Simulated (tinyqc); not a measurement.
# Effect of the position of a charge sheet

One sheet of 1.8e11 cm^-2 lies at the depth x from the gate; it shifts Vfb by -(q/eps0) Q s, with s = x/e2 in layer 2 and t2/e2 + (x - t2)/e1 in layer 1, and it induces the share s/(t1/e1 + t2/e2) of its image in the semiconductor.

Parameters, values chosen for the exercise:
```
symbol,value,unit,meaning
t1,0.9,nm,"thickness of layer 1, next to the semiconductor"
e1,3.95,,relative permittivity of layer 1
t2,4.6,nm,"thickness of layer 2, next to the gate"
e2,9.17,,relative permittivity of layer 2
```

Constants: q = 1.602176634e-19 C, eps0 = 8.8541878128e-14 F/cm where lengths are in cm. Results are converted to the units shown.

Result of one run:

| x (nm) | shift (mV) | image in the semiconductor (%) |
|---|---|---|
| 3.44 | -12.219 | 51.425 |

What becomes of these results when the depth of the sheet x is changed from 3.44 to 2.75 nm, all else the same?

Result of the changed run:

| x (nm) | shift (mV) | image in the semiconductor (%) |
|---|---|---|
| 2.75 | -9.7678 | 41.110 |

The whole series:

| x (nm) | shift (mV) | image in the semiconductor (%) |
|---|---|---|
| 0 | 0 | 0 |
| 0.69 | -2.4508 | 10.315 |
| 1.38 | -4.9017 | 20.630 |
| 2.06 | -7.3170 | 30.795 |
| 2.75 | -9.7678 | 41.110 |
| 3.44 | -12.219 | 51.425 |
| 4.12 | -14.634 | 61.590 |
| 4.81 | -18.071 | 76.054 |
| 5.5 | -23.760 | 100.00 |

The shift grows from 0 at the gate to -23.8 mV at the semiconductor, by -3.55 mV/nm in layer 2 and -8.25 mV/nm in layer 1, the ratio of the permittivities. A sheet between the layers has 68.8 % of its full effect.

Computed by the program tinyqc: `OMP_NUM_THREADS=1 python tinyqc.py 2010123 2010124 out.jsonl`, one thread of a shared Intel Xeon 2.30GHz, about 0.01 s for the whole run.
